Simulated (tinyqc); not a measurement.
Charge centroid from charge and shift.

Inverse problem. A sheet of N electrons in the storage layer of a charge-trap cell shifts the threshold by U = (q/eps0) N (tb/eb + xc tn/en). Find xc and the distance xc tn from the blocking layer.

Inputs (values chosen for the exercise):

| symbol | value | unit | meaning |
|---|---|---|---|
| tn | 7.6 | nm | storage layer |
| en | 7.4 |  | its relative permittivity |
| tb | 10.5 | nm | blocking layer |
| eb | 9 |  | its relative permittivity |

Constants: q = 1.602176634e-19 C, eps0 = 8.8541878128e-14 F/cm where lengths are in cm. Results are converted to the units shown.

N = 3.8e12 cm^-2
U = 1.0423250 V

Answer. U eps0/(q N) is the electrical distance from the gate; subtract that of the blocking layer.

xc = 0.3400
distance = 2.584 nm

Numbers from tinyqc (`OMP_NUM_THREADS=1 python tinyqc.py 2130167 2130168 out.jsonl`; about 0.07 s on one thread of a shared Intel Xeon 2.30GHz).
